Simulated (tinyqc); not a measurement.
# Changing the channel length L

Model: lateral field, substrate current, probability of reaching the oxide barrier and hot-carrier lifetime of a silicon transistor (pseudo-two-dimensional and lucky-electron models). Computed by tinyqc, a small Python program. Command: `OMP_NUM_THREADS=1 python tinyqc.py 3021818 3021819 out.jsonl hotcar sweep`. One thread of a shared host (Intel(R) Xeon(R) Processor @ 2.30GHz), about 0.02 s of CPU time with the checks.

Local-field models: a lucky carrier gains its energy at the peak field over a path free of collisions. Voltages are magnitudes.

Inputs (values chosen for the exercise, modelled on a silicon n-channel):
```
quantity                                value                      unit
oxide thickness t                         4.6                        nm
junction depth x_j                         42                        nm
mobility mu                               390                cm^2/(V s)
saturation velocity v_s                  0.81                  1e7 cm/s
threshold voltage V_T                    0.75                         V
gate voltage V_G                          1.1                         V
drain voltage V_D                         1.9                         V
ionisation prefactor A_i              2.1e+06                      1/cm
ionisation field B_i                     1.67                     MV/cm
hot-carrier mean free path lambda         7.2                        nm
oxide barrier phi_b                       3.1                        eV
interface-trap threshold phi_it           3.6                        eV
lifetime constant H                        50  s microampere/micrometre
length of the depleted extension L_n       19                        nm
```

Drain: lightly doped extension.

Constants: eps_0 = 8.8541878128e-12 F/m.

Method:
- C_ox = 3.9 eps_0/t; F_sat = 2 v_s/mu; V_Dsat = V_ov F_sat L/(V_ov + F_sat L), V_ov = V_G - V_T; I_D/W = C_ox v_s (V_ov - V_Dsat).
- Scale length l = 0.22 t^(1/3) x_j^(1/2) (all in cm); F_m = sqrt(((V_D - V_Dsat)/l_e)^2 + F_sat^2), with l_e = l + L_n; length of the velocity-saturated region l_e ln((V_D - V_Dsat)/(l_e F_sat) + F_m/F_sat).
- Substrate current I_sub/I_D = (A_i/B_i)(V_D - V_Dsat) exp(-B_i/F_m); probability of reaching the oxide barrier exp(-phi_b/(e lambda F_m)); lifetime tau = (H/(I_D/W)) exp(phi_it/(e lambda F_m)).

One run for each value; columns: (1) channel length L (nm); (2) substrate current I_sub/W (microampere/micrometre); (3) peak field F_m (kV/cm); (4) V_Dsat (V); (5) lifetime tau (s):
```
(1)      (2)     (3)      (4)         (5)
220  0.54784  308.90  0.25307  9.0836e+06
320  0.37568  304.49  0.27705  1.5262e+07
450  0.26492  301.22  0.29480  2.4103e+07
650  0.18138  298.45  0.30984  3.8638e+07
920  0.12687  296.46  0.32063  5.9126e+07
```

Over the rows, substrate current I_sub/W (microampere/micrometre) falls from 0.548 to 0.127 (exponent d ln y / d ln x about -1.0 throughout); peak field F_m (kV/cm) falls from 309 to 296 (exponent d ln y / d ln x -0.038 between the first rows and -0.019 between the last); V_Dsat (V) rises from 0.253 to 0.321 (exponent d ln y / d ln x 0.24 between the first rows and 0.099 between the last). At fixed t and x_j a shorter channel lowers V_Dsat, leaving more voltage for the pinch-off region, and carries more current. Left out: 77.0, 110, 160 (the saturated region would fill the channel).

Caution (all rows): the empirical formula for l was fitted to oxides of about 15 nm or more; for thinner ones it is an extrapolation. Caution (rows 220): the saturated region fills most of the channel, so the split into two regions is rough. Caution (all rows): e V_D is below phi_b or phi_it, so the available energy, not the field, limits hot carriers, and the lucky-electron formulas overstate them.

Extremes, crossings and ranges named in words are read from the listed rows.
